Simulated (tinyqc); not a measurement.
Tunnelling through a thin dielectric with one trap, as a tight-binding chain: one step. Scales. Two cases, with inputs chosen for the exercise.

Problem. Form t, ka, q a, and the level of the trap in an endless barrier, Eb = phi + 2t - sqrt(4 t^2 + U^2).

Hopping -t everywhere, t = c/(m a^2), c = hbar^2/2m0; lead sites at 2t (band bottom 0), barrier sites 1 to N at 2t + phi, and site j has U besides. No voltage. Leads give S = -t exp(ika) on sites 1 and N, cos(ka) = 1 - E/(2t). T = (2 t sin(ka))^2 |G_1N|^2, G = (E - H - S)^-1. In the barrier cosh(q a) = 1 + (phi - E)/(2t).

Constants: hbar^2/2m0 = 3.80998211 eV angstrom^2.

Case 1.

Values chosen (barrier and mass of the size used for HfO2 on silicon; not measured data): a = 2 angstrom (site spacing); m = 0.22 m0 (mass, the same in leads and barrier); phi = 1.49 eV (conduction edge of the barrier above that of the leads); U = -3.79 eV (extra energy on the trap site); E = 0.66 eV (electron energy).

Case 2.

Values chosen (barrier and mass of the size used for SiO2 on silicon; not measured data): a = 2.5 angstrom (site spacing); m = 0.48 m0 (mass, the same in leads and barrier); phi = 3.05 eV (conduction edge of the barrier above that of the leads); U = -3.43 eV (extra energy on the trap site); E = 0.69 eV (electron energy).

Give: t; ka; q a; Eb.

Solution.

Case 1.

t = 4.3295 eV
ka = 0.39296 rad
q a = 0.43442
Eb = 0.6969 eV

Case 2.

t = 1.2700 eV
ka = 0.75489 rad
q a = 1.27504
Eb = 1.3219 eV

Computed by tinyqc, one run a case: `OMP_NUM_THREADS=1 python tinyqc.py N N+1 out.jsonl` with N = 1482006, 1482337; one thread of a shared Intel(R) Xeon(R) Processor @ 2.30GHz, about 0.06 s a run at most.
